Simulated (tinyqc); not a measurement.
# From one set of inputs to another, one input at a time

Model: microkinetic model of low-temperature epitaxy from hydride gases: adsorption, hydrogen desorption and rate control. Computed by tinyqc, a small Python program. Command: `OMP_NUM_THREADS=1 python tinyqc.py 3009783 3009784 out.jsonl hepi ladder`. One thread of a shared host (Intel(R) Xeon(R) Processor @ 2.30GHz), about 0.03 s of CPU time with the checks.

Each hydride molecule needs two free sites and leaves four hydrogen atoms, of which two leave at once as H2; theta is the hydrogen coverage, the site density is 6.78 per nm^2 and one layer is 1.358 angstrom thick.

The inputs printed are set A. Inputs not listed in the table keep their values of set A, so the rows need not describe a real material.

Inputs (values chosen for the exercise, close to those used for silane on Si(001)):
```
quantity                            value  unit
silane pressure p_S                 0.053    Pa
sticking prefactor of silane s0     0.024     -
adsorption barrier E_s               0.17    eV
desorption prefactor nu_d         6.5e+11   1/s
desorption energy on silicon E_d     2.18    eV
hydrogen carrier pressure p_H           0    Pa
sticking of hydrogen s_H            5e-07     -
temperature T                         500     C
```

Film: silicon. Order of hydrogen desorption: first.

Constants: k_B = 8.617333262e-05 eV/K; u = 1.6605390666e-27 kg; k_B = 1.380649e-23 J/K.

Method:
- Flux per site F = p/(sqrt(2 pi M k_B T) x 6.78e18 per m^2), M = 32.12 u (silane), 2.016 u (hydrogen); s = s0 exp(-E_s/(k_B T)); k_S = s F_S = k; k_H = s_H F_H; k_d = nu_d exp(-E_d/(k_B T)).
- Temperatures in kelvin are T(C) + 273.15.
- With k the hydride and k_H the hydrogen adsorption rate on free pairs and k_d the desorption rate, steady state: 2 (k + k_H)(1 - theta)^2 = k_d theta; growth rate R = k (1 - theta)^2 layers/s; 1 layer/s = 8.148 nm/min.
- With c = 2 (k + k_H)/k_d the free share is 1 - theta = 2/(1 + sqrt(1 + 4c)).
- X_i = d ln R/d ln k_i at fixed other constants. With f = 1 - theta and a = 2/f + 1/theta: d ln f/d ln k_d = 1/(a f), so X_d = 2/(a f), X_k = 1 - X_d k/(k + k_H), X_H = -X_d k_H/(k + k_H); they sum to 1.

Each row keeps all changes above it:
```
input moved                                                             from           to  growth rate G (nm/min)  hydrogen coverage theta  X_d (desorption)
set A                                                                      -            -              1.4905e-02                  0.91351           0.95480
silane pressure p_S (Pa)                                               0.053         0.13              1.5400e-02                  0.94387           0.97112
sticking prefactor of silane s0 and adsorption barrier E_s (eV)  0.024, 0.17  0.049, 0.16              1.5715e-02                  0.96318           0.98125
desorption prefactor nu_d (1/s)                                      6.5e+11      4.7e+12              1.0666e-01                  0.90408           0.94963
temperature T (C)                                                        500          630              5.3306e+00                  0.40695           0.57849
```

Where does the difference come from?

Growth rate G goes from 0.0149 to 5.33, a factor 358 in all. The largest single move comes from temperature T (a factor 50.0). Hydrogen coverage theta goes from 0.914 to 0.407, a factor 0.445 in all. The largest single move comes from temperature T (a factor 0.450). X_d (desorption) goes from 0.955 to 0.578, a factor 0.606 in all. The largest single move comes from temperature T (a factor 0.609). The single moves hold for this order of the switches; the total does not depend on the order.

Extremes, crossings and ranges named in words are read from the listed rows.
